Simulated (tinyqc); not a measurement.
Interfaces: Cahn-Hilliard equation on a periodic one-dimensional grid. Computed by tinyqc, a small Python program. Command: `OMP_NUM_THREADS=1 python tinyqc.py 3009918 3009919 out.jsonl cahn walk`. One thread of a shared host (Intel(R) Xeon(R) Processor @ 2.30GHz), about 0.04 s of CPU time with the checks.

Free energy F = h sum_j [A (c_j^2 - 1)^2/4 + (kappa/2) ((c_(j+1) - c_j)/h)^2]; dc/dt = Lap(mu), mu = A (c^3 - c) - kappa Lap(c), Lap(y)_j = (y_(j+1) - 2 y_j + y_(j-1))/h^2, mobility 1; the grid has n = 12 points.

Inputs (values chosen for the exercise, in reduced units):
```
quantity                    value  unit
spacing h                     1.2     -
well depth A                    1     -
gradient coefficient kappa   0.48     -
mean composition c0         -0.19     -
noise amplitude              0.05     -
time step dt                 0.13     -
end time                       60     -
```

Scheme: explicit Euler.

Method:
- Start: c_j = c0 + amplitude x (z_j - mean of z).
- c(new) = c + dt Lap(mu).
- Run to the end time; break off if |c| exceeds 3 or F has risen by more than 1e-9 in more than 30 steps. Domains = stretches with c > c0.
- Continuum wall between c = -1 and +1: c = tanh(x/w), w = sqrt(2 kappa/A), energy s = (2/3) sqrt(2 kappa A). With two walls per domain, the estimate of F at the end is 2 x domains x s. Volume fraction of the +1 phase by the lever rule: (1 + c0)/2.

random numbers: -0.889  0.381  0.263  0.268  0.650  0.892  0.350  0.422  0.978  -0.665  -0.901  0.318

Course:
```
step      t        F      min c      max c  domains
0      0.00  3.34282  -0.243663  -0.149712        2
9      1.17  3.34109  -0.248358  -0.152321        1
23     2.99  3.33755  -0.273607  -0.138443        1
46     5.98  3.32012  -0.353356  -0.058878        1
69     8.97  3.23333  -0.499965   0.166895        2
92    11.96  2.88155  -0.711598   0.540643        2
139   18.07  2.31118  -0.927550   0.806084        2
185   24.05  2.27241  -0.945341   0.852887        2
254   33.02  2.25320  -0.949928   0.890099        2
323   41.99  2.24793  -0.947510   0.907343        2
393   51.09  2.24590  -0.947216   0.917022        2
462   60.06  2.24491  -0.946066   0.923201        2
```

F at the end = 2.24491

wall half width w = 0.97980

wall energy s = 0.65320

estimate of F = 2.6128

volume fraction = 0.405

w/h = 0.81650

What does the comparison show, and why?

The run ends at F = 2.2449, 0.86 of the estimate: walls this close overlap, or the grid resolves them poorly. Caution: the half width of the wall is below the grid spacing, so the wall is barely resolved and feels the grid.
